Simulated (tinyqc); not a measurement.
MOS capacitor on a p-type substrate, surface potential from the exact charge relation: effect of the temperature on threshold and swing.

Uniform p-type substrate, Boltzmann statistics, full ionisation, classical densities. psi is the surface potential against the body (positive when the bands bend down) and u = psi/Vt. Traps are spread evenly over the gap and neutral at flat band, so their charge is -q Dit psi; the minority quasi-Fermi level is shifted by Vb.

Nc and Nv are given at 273 K and scale as (T/273 K)^1.5; Eg is held fixed. ni = sqrt(Nc Nv) exp(-Eg/(2 Vt)), Eg in volts; phiF = Vt ln(N/ni); Cox = eps0 eox/tox; Vfb = phiM - chi - (Eg - Vt ln(Nv/N)) - q Nf/Cox; VT = Vfb + [(2 phiF + Vb)(1 + q Dit/Cox) + sqrt(2 eps0 eps_r q N (2 phiF + Vb))/Cox]. gamma = sqrt(2 eps0 eps_r q N)/Cox; Wm = sqrt(2 eps0 eps_r (2 phiF + Vb)/(q N)); m = 1 + (eps0 eps_r/Wm + q Dit)/Cox; swing m Vt ln 10; Cmin/Cox = 1/(1 + Cox Wm/(eps0 eps_r)).

Values chosen for this exercise; band and dielectric values close to those of silicon: band gap Eg = 1.12 eV; relative permittivity eps_r = 11.8; conduction-band density of states at the reference temperature Nc = 2.39e19 cm^-3; valence-band density of states at the reference temperature Nv = 2.32e19 cm^-3; electron affinity chi = 4 eV; acceptor density of the substrate N = 1.9e15 cm^-3; relative permittivity of the gate insulator (close to silicon dioxide) eox = 3.9; insulator thickness tox = 28 nm; gate work function phiM = 4.88 eV; fixed charge at the interface, in units of q Nf = 0 cm^-2; density of interface traps Dit = 0 cm^-2 eV^-1; reverse bias of the inversion layer against the body Vb = 0 V.

Constants: q = 1.602176634e-19 C, kB = 1.380649e-23 J/K, Vt = kB T/q, eps0 = 8.8541878128e-14 F/cm where lengths are in cm. Results are converted to the units shown.

The same in every row: gamma (V^0.5) = 0.2045.

Effect of the temperature on threshold and swing:
```
T (K)   Vfb (V)  2 phiF (V)  VT (V)  Wm (nm)      m  swing (mV/decade)  Cmin/Cox
200    -0.08586      0.8112  0.9095    746.2  1.114              44.19    0.1020
240    -0.04938      0.7381  0.8645    711.8  1.119              53.29    0.1064
280    -0.01203      0.6633  0.8179    674.8  1.126              62.53    0.1115
320     0.02606      0.5871  0.7698    634.8  1.133              71.97    0.1177
360     0.06480      0.5095  0.7203    591.4  1.143              81.66    0.1253
400      0.1041      0.4308  0.6691    543.8  1.156              91.73    0.1348
```

Read the table: what changes, and by how much?

As T goes from 200 to 400, VT falls from 0.910 to 0.669 V, the swing rises from 44.2 to 91.7 mV/decade and Cmin/Cox rises from 0.102 to 0.135. Of the change of VT by -0.240 V, 0.190 V comes from Vfb and -0.430 V from the band bending and the charge it takes. VT changes by -1.20 mV/K on average.

Program tinyqc, `OMP_NUM_THREADS=1 python tinyqc.py 2060093 2060094 out.jsonl`; Intel Xeon 2.30GHz, shared host, one thread, about 0.01 s.
